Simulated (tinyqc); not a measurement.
Worked calculation: Monte Carlo simulation of one carrier in a uniform electric field. Computed by tinyqc, a small Python program that keeps every step. Command: `OMP_NUM_THREADS=1 python tinyqc.py 3001823 3001824 out.jsonl mcfl walk`. One thread of a shared host (Intel(R) Xeon(R) Processor @ 2.30GHz), about 3 s of CPU time with the checks. Intermediate numbers are printed to about 5 digits and carried at full precision; extremes and crossings named in words are read from the listed rows.

The force e F acts along +z. Flights end at the constant total rate Gamma; the part of Gamma that the real rates do not fill is self-scattering, which leaves k unchanged. One valley, no impurities and no intervalley scattering.

Inputs (values chosen for the exercise, for a model polar semiconductor): effective mass m = 0.47 m_0; non-parabolicity alpha = 0.05 1/eV; static permittivity eps_s = 7.72; high-frequency permittivity eps_inf = 4.63; density rho = 6190 kg/m^3; sound velocity v_l = 5570 m/s; acoustic deformation potential D_A = 8.1 eV; optical phonon energy hbar w = 50.1 meV; lattice temperature T = 100 K; electric field F = 1.3 kV/cm; energy E_max up to which Gamma must cover the rates = 0.4 eV; seed of the random numbers = 5258.

Crystal: polar. Band: Kane.

starting wave vector (1/nm): [-0.24, -0.16, 0.081]

Constants: k_B = 1.380649e-23 J/K; e = 1.602176634e-19 C; hbar = 1.054571817e-34 J s; m_0 = 9.1093837015e-31 kg; hbar = 6.582119569e-16 eV s; eps_0 = 8.8541878128e-12 F/m; k_B = 8.617333262e-05 eV/K.

## Total rate Gamma

Kane band: hbar^2 k^2/(2 m) = E (1 + alpha E), speed v = hbar k/(m (1 + 2 alpha E)), states per spin, volume and energy g(E) = m k (1 + 2 alpha E)/(2 pi^2 hbar^2); overlap factors are set to 1. Masses are multiplied by m_0 and all formulas are in SI units. Phonon occupation N_q = 1/(exp(hbar w/(k_B T)) - 1). Acoustic deformation potential (elastic, equipartition, absorption and emission together): 1/tau = 2 pi k_B T D_A^2 g(E)/(hbar rho v_l^2). Polar optical, unscreened: W = e^2 w (1/eps_inf - 1/eps_s) m (1 + 2 alpha E') ln|(k + k')/(k - k')| / (4 pi eps_0 hbar^2 k), times N_q for absorption (E' = E + hbar w) and N_q + 1 for emission (E' = E - hbar w > 0), with alpha = 0 for a parabolic band; mean cosine of the angle <cos> = (k^2 + k'^2)/(2 k k') - 1/ln|(k + k')/(k - k')|. Gamma is 1.05 times the largest total rate on the grid E = (j + 1/2) E_max/400, j = 0..399.

largest total rate = 101.71 1e12/s

energy of the largest rate = 174.5 meV

Gamma = 106.80 1e12/s

## Flight 1

Random numbers (0.02 to 0.98, from up to 60 sets tried for early real events), one row a flight, columns r1, r2, r3, r4:
```
[[0.1878, 0.3830, 0.9310, 0.8030],
 [0.4057, 0.8340, 0.3456, 0.8557],
 [0.3860, 0.2709, 0.3643, 0.5522],
 [0.6091, 0.4474, 0.5605, 0.3512],
 [0.2484, 0.3989, 0.3919, 0.1558],
 [0.8369, 0.4536, 0.0945, 0.8653],
 [0.7219, 0.4367, 0.2491, 0.3990]]
```

Flight: t = -ln(r1)/Gamma; k_z grows by e F t/hbar; E follows from the band; dz = (E_end - E_start)/(e F). Use row 1 of the random numbers.

flight time t = 15.659 fs

k at the end of the flight (1/nm): [-0.24000, -0.16000, 0.08409]

energy at the end = 7.3151 meV

displacement dz = 0.31815 nm

## Scattering event 1

Choice: with cumulative rates in the order acoustic, absorption, emission, the process is the first whose sum exceeds r2 Gamma; if none, self-scattering. Final state: E' = E, E + hbar w or E - hbar w gives k'. Isotropic processes: cos(theta) = 1 - 2 r3 from the z axis, phi = 2 pi r4, k' (sin theta cos phi, sin theta sin phi, cos theta). Polar processes: cos(b) = [1 + xi - (1 + 2 xi)^r3]/xi, xi = 2 k k'/(k - k')^2, b from the old direction n; new direction cos b n + sin b (cos phi e1 + sin phi e2), e1 = (z x n)/|z x n|, e2 = n x e1.

cumulative rates (1e12/s): acoustic 0.42303, absorption 0.85994, emission 0.85994

r2 Gamma = 40.904 1e12/s

Process chosen: self-scattering

k after event 1, the start of the next flight (1/nm): [-0.24000, -0.16000, 0.08409]

## Flight 2

Use row 2 of the random numbers.

flight time t = 8.4471 fs

k at the end of the flight (1/nm): [-0.24000, -0.16000, 0.08576]

energy at the end = 7.3380 meV

displacement dz = 0.17657 nm

## Scattering event 2

The formulas are those given above.

cumulative rates (1e12/s): acoustic 0.42370, absorption 0.86058, emission 0.86058

r2 Gamma = 89.071 1e12/s

Process chosen: self-scattering

k after event 2, the start of the next flight (1/nm): [-0.24000, -0.16000, 0.08576]

## All printed flights

Drift estimate: sum dz / sum t.

Flights:
```
flight  t (fs)  E at the end (meV)  dz (nm)          process  k_x (1/nm)  k_y (1/nm)  k_z (1/nm)
1       15.659              7.3151  0.31815  self-scattering       -0.24       -0.16    0.084093
2        8.447              7.3380  0.17657  self-scattering       -0.24       -0.16    0.085761
3        8.913              7.3627  0.19008  self-scattering       -0.24       -0.16    0.087521
4        4.642              7.3758  0.10052  self-scattering       -0.24       -0.16    0.088438
5       13.041              7.4132  0.28799  self-scattering       -0.24       -0.16    0.091014
6        1.667              7.4181  0.03741  self-scattering       -0.24       -0.16    0.091343
7        3.051              7.4270  0.06883  self-scattering       -0.24       -0.16    0.091946
```

drift estimate from these flights = 21284 m/s

7 of the 7 flights end in self-scattering. So few flights say little about the drift velocity: the estimate is noise at this length.

## Low-field mobility from the linear Boltzmann equation

On the grid E_j = (j + 1/2) hbar w/12 up to 20 k_B T + 2 hbar w, solve (sum of rates) l(E) = v(E) + W_abs <cos> l(E + hbar w) + W_em <cos> l(E - hbar w); mu_0 = e sum g v l exp(-E/k_B T)/(3 k_B T sum g exp(-E/k_B T)).

low-field mobility mu_0 = 3517.3 cm^2/(V s)

## Long runs: velocity against field

Each row: 250 carriers from a thermal start, 1600 flights each, the first half discarded, random numbers not printed; the error is the standard error over ten groups; the mean energy is taken at the ends of flights, which sample time evenly. Fields at which more than 0.02 % of the events exceed Gamma are left out.

Monte Carlo results:
```
F (kV/cm)  drift velocity (1e5 m/s)  error (1e5 m/s)  mu_0 F (1e5 m/s)  mean energy (meV)  real events (%)
0.33                          0.137            0.022            0.1161               15.1             1.32
0.65                          0.211            0.019            0.2286               19.1             1.39
1.30                          0.339            0.012            0.4573               19.5             1.49
2.60                          0.507            0.017            0.9145               20.3             1.63
5.20                          0.694            0.010            1.8290               21.0             2.05
```

At the lowest field the drift velocity is 1.18 +/- 0.19 of the ohmic value mu_0 F, at the highest 0.38 +/- 0.01. The mean energy goes from 15 to 21 meV against the parabolic-band thermal value 3 k_B T/2 = 13 meV: the carriers heat, more of them reach the emission threshold, where they lose momentum, and the curve bends below the ohmic line. Only 1 to 2 % of the events are real; the rest is the price of a constant Gamma. Where hbar w is several k_B T, energy relaxes slowly and the low-field energies may still be drifting.

Checks made by the program: energy gained in the printed flights against e F dz (relative difference 1e-09).
